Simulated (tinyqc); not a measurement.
Bias dependence of the times: oxide trap near a transistor channel: two-state multiphonon kinetics, telegraph noise and bias instability. Computed by tinyqc, a small Python program. Command: `OMP_NUM_THREADS=1 python tinyqc.py 3026470 3026471 out.jsonl oxidetrap walk`. One thread of a shared host (Intel(R) Xeon(R) Processor @ 2.30GHz), about 0.01 s of CPU time with the checks.

An n-channel device under positive gate bias. The trap is empty (state 1) or holds an electron (state 2); both states are parabolas of equal curvature, and the electron reservoir is taken at the Fermi level of the channel.

Inputs (values chosen for the exercise, with an insulator like Si3N4 on silicon):
```
quantity,value,unit
insulator constant eps_ox,6.99,-
trap depth x from the interface,1.2,nm
tunnel barrier phi_b,2.15,eV
tunnelling mass m_ox,0.42,m_0
trap level above E_F at zero field E_t,0.76,eV
relaxation energy E_R,2.9,eV
oxide field F,6.9,MV/cm
attempt rate k_0 at the interface,1e+11,1/s
temperature T,400,K
```

Parts treated: one trap and an ensemble.

Constants: hbar^2/(2 m_0) = 3.80998212 eV angstrom^2; k_B = 8.617333262e-05 eV/K.

Method. kappa = sqrt(2 m_ox phi_b)/hbar = sqrt(m_ox phi_b/(hbar^2/2m_0)); attenuation length lambda = 1/(2 kappa); factor exp(-x/lambda) for a rectangular barrier. E_21 = E_t - e F x is the energy of state 2 over state 1; barriers E_c = (E_R + E_21)^2/(4 E_R), E_e = E_c - E_21; tau_c = exp(E_c/k_B T)/(k_0 P), tau_e = exp(E_e/k_B T)/(k_0 P), P the tunnelling factor; occupation f_2 = tau_e/(tau_c + tau_e); 1/tau_0 = 1/tau_c + 1/tau_e.

tunnelling factor = 8.42711e-06

Against field:
```
F (MV/cm),E_21 (eV),tau_c (s),tau_e (s),f_2
0.00,0.7600,4.2080e+08,1.1181e-01,2.6572e-10
2.07,0.5116,5.2017e+06,1.8632e+00,3.5820e-07
4.14,0.2632,8.7549e+04,4.2274e+01,4.8263e-04
5.52,0.0976,6.8253e+03,4.0217e+02,5.5645e-02
6.90,-0.0680,6.1032e+02,4.3886e+03,8.7791e-01
8.28,-0.2336,6.2600e+01,5.4929e+04,9.9886e-01
10.35,-0.4820,2.6595e+00,3.1458e+06,1.0000e+00
```

What does the comparison show, and why?

ln(tau_c/tau_e) falls by e x/k_B T = 3.481 per MV/cm, which measures the depth x if the change of surface potential with bias is left aside. Over these rows tau_c shortens by 8.20 decades and tau_e lengthens by 7.45; the two share the shift almost equally, as the first and last E_21 average to little against E_R. The times cross at F = E_t/(e x) = 6.33 MV/cm. Caution: a field 1.5 times as high comes near the usual breakdown field of such an insulator. Caution: the field lowers the tunnel barrier appreciably over the trap depth, so the rectangular barrier understates the rate.

Extremes, crossings and ranges named in words are read from the listed rows.
